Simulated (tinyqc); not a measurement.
Changing the asymmetry L1: regular and subregular solution with a miscibility gap. Computed by tinyqc, a small Python program. Command: `OMP_NUM_THREADS=1 python tinyqc.py 3018033 3018034 out.jsonl regsol sweep`. One thread of a shared host (Intel(R) Xeon(R) Processor @ 2.30GHz), about 0.02 s of CPU time with the checks.

Per mole of mixing sites: G(x) = x (1 - x) [L0 + L1 (1 - 2x)] + R T [x ln x + (1 - x) ln(1 - x)], x the fraction of B.

Inputs (values chosen for the exercise, for a model alloy):
```
quantity                     value    unit
interaction L0                13.5  kJ/mol
size misfit eta = d ln a/dx  0.025       -
temperature T                  466       K
start value s0                0.05       -
```

Source of L0: given.

Constants: R = 8.314462618 J/(mol K).

Method:
- L0 and eta are given.
- The spinodal is G'' = 0, R T_s(x) = x (1 - x) [2 L0 + 6 L1 (1 - 2x)]; the critical point is its maximum.
- G' = L0 (1 - 2x) + L1 (1 - 6x + 6x^2) + R T ln[x/(1 - x)]; G'' = -2 L0 - 6 L1 (1 - 2x) + R T/[x (1 - x)].
- Common tangent: F1 = G'(x1) - G'(x2) = 0 and F2 = [G - x G'](x1) - [G - x G'](x2) = 0. Newton step: J = [[G''(x1), -G''(x2)], [-x1 G''(x1), x2 G''(x2)]], J dx = -F; a step that would leave 0 < x < 1 is halved until it stays inside. The start is x1 = s0, x2 = 1 - s0.
- Stop when the step is below 1e-12, or when x1 and x2 meet within 1e-5; residuals under 1e-7 are shown as 0.

One run for each value; columns: (1) asymmetry L1 (kJ/mol); (2) critical composition x_c; (3) critical temperature T_c (K); (4) solubility limit x1; (5) solubility limit x2:
```
(1)        (2)     (3)       (4)      (5)
-1.60  0.58176  836.07  0.059215  0.97593
-0.96  0.55163  820.88  0.050276  0.97084
-0.30  0.51661  812.74  0.042003  0.96460
0.35   0.48064  813.06  0.034894  0.95741
1.00   0.44636  821.63  0.028818  0.94919
1.70   0.41395  839.01  0.023351  0.93932
2.30   0.39058  859.42  0.019456  0.93022
3.00   0.36812  888.18  0.015705  0.91918
3.60   0.35233  916.11  0.013065  0.90967
```

Describe and explain the trends.

Over the rows, critical composition x_c falls from 0.582 to 0.352; critical temperature T_c (K) goes from 836 through a minimum among these rows, 813 at -0.300, to 916; solubility limit x1 falls from 0.0592 to 0.0131. B in A costs L0 + L1 and A in B costs L0 - L1 at infinite dilution, so raising L1 lowers x1 and lets more A into B.

Extremes, crossings and ranges named in words are read from the listed rows.
